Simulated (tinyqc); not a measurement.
# Worked calculation: van der Pauw, Hall and four-point-probe measurements on a doped layer

Program tinyqc, `OMP_NUM_THREADS=1 python tinyqc.py 2850152 2850153 out.jsonl`; Intel Xeon 2.30GHz, shared host, one thread, about 0.06 s. Printed values are rounded.

A uniform p-type layer with sheet resistance Rs = 1/(q ns mu), point contacts, low field (mu B small).

Parameters, values chosen for the exercise: sheet density of the layer ns = 2.3e13 cm^-2; drift mobility mu = 140 cm^2/(V s); Hall factor rH = 1; magnetic field B = 2 T; current I = 10 uA; side ratio a/b of a rectangular sample with corner contacts ar = 1.88; thickness of the layer t = 210 nm.

Constants: q = 1.602176634e-19 C. Results are converted to the units shown.

## Resistances and Hall voltage

Rs = 1/(q ns mu). For a rectangle with contacts at the corners, RA = (8 Rs/pi) sum_(k>=0) ln coth((2k + 1) pi a/(2 b)) with current along a short side b and voltage along the opposite one, RB the same with a and b exchanged; Hall voltage VH = rH B I/(q ns), negative for electrons.

Rs = 1938.357 ohm/square
RA = 26.87699 ohm
RB = 1946.812 ohm
VH = 0.5427399 mV

RB/RA = 72.4; for a square both equal Rs ln 2/pi = 428 ohm.

## Starting value

z = 2 ln 2/(pi (RA + RB)), exact for RA = RB.

z at the start = 0.2235768 mS

## Iteration 1: new z

The van der Pauw equation exp(-pi RA z) + exp(-pi RB z) = 1 is solved for z = 1/Rs: e1 = exp(-pi RA z), e2 = exp(-pi RB z), f = e1 + e2 - 1, f' = -pi (RA e1 + RB e2), z(new) = z - f/f'.

e1 = 0.9812990
e2 = 0.2547643
f = 0.2360634
f' = -1.641020 kohm
z after iteration 1 = 0.3674285 mS

## Iteration 2: new z

As before.

e1 = 0.9694519
e2 = 0.1056920
f = 0.07514392
f' = -0.7282791 kohm
z after iteration 2 = 0.4706086 mS

## Iteration 3: new z

As before.

e1 = 0.9610426
e2 = 0.05623111
f = 0.01727369
f' = -0.4250617 kohm
z after iteration 3 = 0.5112467 mS

## Course of the iteration

Stop when the step is below 1e-10 mS, or after 40 iterations.

Course of the iteration:
```
iteration  z before the step (mS)  step (mS)
1                       0.2235768      0.144
2                       0.3674285      0.103
3                       0.4706086     0.0406
4                       0.5112467    4.60e-3
5                       0.5158502    5.06e-5
6                       0.5159009    6.01e-9
7                       0.5159009          0
```

Converged in 7 iterations.

## Sheet density, mobility and bulk values

converged z = 0.5159009 mS

Rs = 1/z; Hall sheet density B I/(q |VH|); Hall mobility |VH|/(Rs B I); true values ns = rH times the Hall density, mu = Hall mobility/rH; bulk density ns/t, resistivity Rs t; correction factor F = Rs/[(pi/ln 2)(RA + RB)/2].

Rs = 1938.357 ohm/square
Hall sheet density = 2.3e13 cm^-2
Hall mobility = 140 cm^2/(V s)
ns = 2.3e13 cm^-2
mu = 140 cm^2/(V s)
bulk density = 1.095238e18 cm^-3
resistivity = 0.04070549 ohm cm
F = 0.4333717

Taking the mean of RA and RB without F would overstate Rs by 130 %.
